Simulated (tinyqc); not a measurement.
## MOS capacitor on an n-type substrate, surface potential from the exact charge relation: Capacitance-voltage curves

Uniform n-type substrate, Boltzmann statistics, full ionisation, classical densities. psi is the surface potential against the body (positive when the bands bend down) and u = -psi/Vt. Traps are spread evenly over the gap and neutral at flat band, so their charge is -q Dit psi; the minority quasi-Fermi level is shifted by Vb.

ni = sqrt(Nc Nv) exp(-Eg/(2 Vt)), Eg in volts; phiF = Vt ln(N/ni); Cox = eps0 eox/tox; Vfb = phiM - chi - Vt ln(Nc/N) - q Nf/Cox; Q0 = sqrt(2 eps0 eps_r q N Vt); r = (ni/N)^2 exp(-Vb/Vt); VT = Vfb - [(2 phiF + Vb)(1 + q Dit/Cox) + sqrt(2 eps0 eps_r q N (2 phiF + Vb))/Cox]. u = -psi/Vt; F^2 = exp(-u) + u - 1 + r (exp(u) - u - 1); Qs = +sign(u) Q0 F; Cs = -dQs/dpsi = (Q0/Vt) |1 - exp(-u) + r (exp(u) - 1)|/(2 F). psi solves Vg = Vfb + psi + (q Dit psi - Qs)/Cox. Low frequency: 1/C_LF = 1/Cox + 1/(Cs + q Dit). High frequency, in the simple estimate in which traps and minority carriers do not follow: 1/C_HF = 1/Cox + 1/Cd, Cd being Cs with r = 0 at the same psi. Deep depletion: r = 0 and Dit = 0 both in the equation for psi and in Cs. Minority sheet density N_inv = (Q0/(2 q)) int_0^u r (exp(t) - 1)/F(t) dt for u > 0. N_inv under 1 cm^-2 is printed as 0. Regimes: accumulation when majority carriers gather, then depletion up to |psi| = phiF + Vb, weak inversion up to 2 phiF + Vb, strong inversion beyond.

Values chosen for this exercise; band and dielectric values close to those of silicon:
```
symbol,value,unit,meaning
T,293,K,temperature
Eg,1.1,eV,band gap
eps_r,11.8,,relative permittivity
Nc,2.66e19,cm^-3,conduction-band density of states at T
Nv,2.61e19,cm^-3,valence-band density of states at T
chi,4.04,eV,electron affinity
N,1.3e18,cm^-3,donor density of the substrate
eox,22.2,,relative permittivity of the gate insulator (close to hafnium oxide)
tox,5.4,nm,insulator thickness
phiM,4.98,eV,gate work function
Nf,4.5e10,cm^-2,"fixed charge at the interface, in units of q"
Dit,0,cm^-2 eV^-1,density of interface traps
Vb,0,V,reverse bias of the inversion layer against the body
```

Constants: q = 1.602176634e-19 C, kB = 1.380649e-23 J/K, Vt = kB T/q, eps0 = 8.8541878128e-14 F/cm where lengths are in cm. Results are converted to the units shown.

Capacitance-voltage curves:
```
Vg (V),psi (V),C_LF/Cox,C_HF/Cox,C_deep/Cox,N_inv (cm^-2),regime
1.76,0.16383,0.93626,0.93626,0.93626,0,accumulation
1.41,0.13524,0.89351,0.89351,0.89351,0,accumulation
1.06,0.077594,0.73731,0.73731,0.73731,0,accumulation
0.71,-0.10158,0.24310,0.24310,0.24310,0,depletion
0.36,-0.39204,0.13015,0.13015,0.13015,24.349,depletion
0.01,-0.70264,0.099188,0.099183,0.099183,3.8702e6,weak inversion
-0.34,-1.0031,0.44910,0.083945,0.083254,4.4762e11,strong inversion
-0.69,-1.0844,0.88658,0.080926,0.073147,6.4407e12,strong inversion
-1.04,-1.1137,0.93643,0.079919,0.066007,1.3709e13,strong inversion
-1.38,-1.1317,0.95526,0.079316,0.060754,2.1017e13,strong inversion
-1.73,-1.1454,0.96570,0.078869,0.056474,2.8654e13,strong inversion
```

C_LF/Cox is lowest, 0.0992, at Vg = 0.01 V (weak inversion) among the rows listed and is 0.966 in the last row, where C_HF/Cox is 0.0789 and the deep-depletion value 0.0565. Vfb = 0.862 V, where C_HF/Cox = 0.446 (Cox in series with eps0 eps_r/LD), and VT = -0.263 V. Over the last two rows psi moves by only 0.039 V a volt of gate bias, since the inversion charge screens the body. In strong accumulation and inversion degeneracy and confinement, left out here, lower the capacitance.

Program tinyqc, `OMP_NUM_THREADS=1 python tinyqc.py 2060167 2060168 out.jsonl`; Intel Xeon 2.30GHz, shared host, one thread, about 0.01 s.
